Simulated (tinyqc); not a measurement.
Worked calculation: MP2 on RHF in the 6-311g basis, for H2, spin multiplicity 1. One step of it, computed by the program tinyqc.

Question. Orthogonalisation. S = U s U^T; symmetric (Loewdin) form X = U s^(-1/2) U^T, so that X^T S X = 1.

overlap S, order 1H 1s, 1H 2s, 1H 3s, 2H 1s, 2H 2s, 2H 3s:
$$\begin{pmatrix}
1.000000 & 0.706377 & 0.373664 & 0.250040 & 0.412370 & 0.306782 \\
0.706377 & 1.000000 & 0.788963 & 0.412370 & 0.712693 & 0.670705 \\
0.373664 & 0.788963 & 1.000000 & 0.306782 & 0.670705 & 0.898708 \\
0.250040 & 0.412370 & 0.306782 & 1.000000 & 0.706377 & 0.373664 \\
0.412370 & 0.712693 & 0.670705 & 0.706377 & 1.000000 & 0.788963 \\
0.306782 & 0.670705 & 0.898708 & 0.373664 & 0.788963 & 1.000000
\end{pmatrix}$$

Give: eigenvalues of S; X.

Answer.

eigenvalues of S: [0.0332, 0.1393, 0.1969, 0.8408, 0.9084, 3.8814]

X, order 1H 1s, 1H 2s, 1H 3s, 2H 1s, 2H 2s, 2H 3s:
$$\begin{pmatrix}
1.3754 & -0.7509 & 0.2172 & -0.0101 & -0.0038 & -0.0361 \\
-0.7509 & 2.3818 & -1.1495 & -0.0038 & -0.6322 & 0.3931 \\
0.2172 & -1.1495 & 2.7752 & -0.0361 & 0.3931 & -1.6126 \\
-0.0101 & -0.0038 & -0.0361 & 1.3754 & -0.7509 & 0.2172 \\
-0.0038 & -0.6322 & 0.3931 & -0.7509 & 2.3818 & -1.1495 \\
-0.0361 & 0.3931 & -1.6126 & 0.2172 & -1.1495 & 2.7752
\end{pmatrix}$$
